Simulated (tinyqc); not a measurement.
Comparisons within one model: Wannier-Stark ladder of a miniband. A value that a table varies takes the place of the one given here.

One state in each well j = -(Nw - 1)/2 ... (Nw - 1)/2: H_jj = j e F d, H_(j,j+1) = -W/4; 1 kV/cm = 0.01 meV/angstrom. In an infinite chain the levels are j e F d and the state of well 0 has amplitude J_j(x) in size on well j, x = W/(2 e F d).

Constants: hbar = 6.58211957e-16 eV s.

Inputs chosen for the exercise (near those of an InGaAs/InAlAs superlattice; the results hold for these values, not for the real material): W = 16 meV (miniband width); d = 91 angstrom (period); Nw = 9 (wells); Fs = (1.9, 2.6, 3.6, 5, 7.8, 13, 29) kV/cm (fields); G = 5 meV (hbar/tau); F = 8.5 kV/cm (field).

## Raising the field

Infinite-chain weights beside the middle spacing of the finite stack.

Results:

| F (kV/cm) | e F d (meV) | x | J_0^2 | J_1^2 | J_2^2 | middle spacing/(e F d) |
|---|---|---|---|---|---|---|
| 1.9 | 1.73 | 4.627 | 0.084 | 0.069 | 0.031 | 1.3305 |
| 2.6 | 2.37 | 3.381 | 0.130 | 0.035 | 0.222 | 1.0898 |
| 3.6 | 3.28 | 2.442 | 0.000 | 0.261 | 0.191 | 1.0146 |
| 5.0 | 4.55 | 1.758 | 0.133 | 0.337 | 0.088 | 1.0016 |
| 7.8 | 7.10 | 1.127 | 0.500 | 0.229 | 0.020 | 1.0001 |
| 13 | 11.83 | 0.676 | 0.790 | 0.102 | 0.003 | 1.0000 |
| 29 | 26.39 | 0.303 | 0.955 | 0.022 | 0.000 | 1.0000 |

What does this show?

J_0 vanishes at x = 2.405, F = 3.7 kV/cm, where the line at j = 0 disappears; J_0^2 overtakes J_1^2 for good at x = 1.435, F = 6.1 kV/cm, and reaches 0.95 in the last row. The 9 wells reproduce the middle spacing of the even ladder to 1 % from 5 kV/cm on, where the swing W/(e F d) = 2x is 3.5 periods. The lines are seen apart only where e F d exceeds their width, usually a few meV.

## Drift velocity with scattering

Esaki-Tsu: v = v0 y/(1 + y^2), y = e F d/G, v0 = W d/(2 hbar), at zero temperature; 1 angstrom/s = 1e-8 cm/s, 1 kV/cm = 0.01 meV/angstrom. The last column is dv/dF in cm^2/(V s).

Results:

| y | F (kV/cm) | v (1e6 cm/s) | dv/dF |
|---|---|---|---|
| 0.1 | 0.55 | 1.10 | 1954 |
| 0.3 | 1.65 | 3.04 | 1542 |
| 0.6 | 3.30 | 4.88 | 697 |
| 1.0 | 5.49 | 5.53 | 0 |
| 1.5 | 8.24 | 5.10 | -238 |
| 2.5 | 13.74 | 3.81 | -201 |
| 4.0 | 21.98 | 2.60 | -104 |

v0 = 11.06 x 1e6 cm/s
field at y = 1 = 5.49 kV/cm

How do the results move?

The velocity peaks at v0/2 = 5.53 x 1e6 cm/s at 5.49 kV/cm and then falls: negative differential velocity, steepest at y = sqrt3 with -v0/(8 Fc) = -252 cm^2/(V s). The low-field mobility is v0/Fc = 2013 cm^2/(V s). At the peak the swing is W/G = 3.2 periods, too few for the semiclassical picture to be safe.

## What each parameter does

e F d, x, J_0(x)^2 and the lowest level of the finite stack. Each row changes one parameter from the base and keeps the others.

Results:

| case | e F d (meV) | x | J_0^2 | lowest level (meV) |
|---|---|---|---|---|
| base | 7.74 | 1.034 | 0.562 | -32.79 |
| W = 13 meV | 7.74 | 0.840 | 0.691 | -32.20 |
| d = 83 angstrom | 7.05 | 1.134 | 0.495 | -30.22 |
| F = 11.9 kV/cm | 10.83 | 0.739 | 0.754 | -44.71 |
| Nw = 11 | 7.74 | 1.034 | 0.562 | -40.53 |

What does this show?

The largest shifts from the base row, up to three for each result and ties (the steps differ in size, so this ranks the rows, not the parameters). e F d (meV): F +3.09, d -0.68; unchanged at the printed digits by W and Nw. x: F -0.296, W -0.194, d +0.100; unchanged at the printed digits by Nw. J_0^2: F +0.191, W +0.128, d -0.068; unchanged at the printed digits by Nw. lowest level (meV): F -11.91, Nw -7.73, d +2.58.

tinyqc: `OMP_NUM_THREADS=1 python tinyqc.py 1281856 1281857 out.jsonl`; about 0.01 s, one thread, shared Intel(R) Xeon(R) Processor @ 2.30GHz.
